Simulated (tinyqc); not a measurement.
Plane-wave Kohn-Sham cycle with exchange-only LDA in a layered model solid, step by step. One step of it, computed by the program tinyqc.

Problem. Iteration 2: Hamiltonian at one k. H(m,m') = (k + G_m)^2/2 delta + V(G_m - G_m'), with V(-G) = V(G).

A solid whose potential varies along x alone (atomic units):
```
parameter                      value
period a                   14.400000
cross-section of the cell  36.000000
electrons per cell                 2
grid points                       16
plane waves -n..n, n               2
k points                           4
V1 in V1 cos(2 pi x/a)     -0.770000
V2 in V2 cos(4 pi x/a)     -0.030000
```

V(G_m), m = 0, 1, 2, ... (hartree): [-0.152531, -0.358527, -0.012283, -0.001957, -0.000050]

k = 0.125000 2 pi / a

Give: H.

Solution.

H (hartree), order -2, -1, +0, +1, +2:
$$\begin{pmatrix}
0.1821 & -0.3585 & -0.0123 & -0.0020 & 0.0000 \\
-0.3585 & -0.0796 & -0.3585 & -0.0123 & -0.0020 \\
-0.0123 & -0.3585 & -0.1510 & -0.3585 & -0.0123 \\
-0.0020 & -0.0123 & -0.3585 & -0.0321 & -0.3585 \\
0.0000 & -0.0020 & -0.0123 & -0.3585 & 0.2773
\end{pmatrix}$$
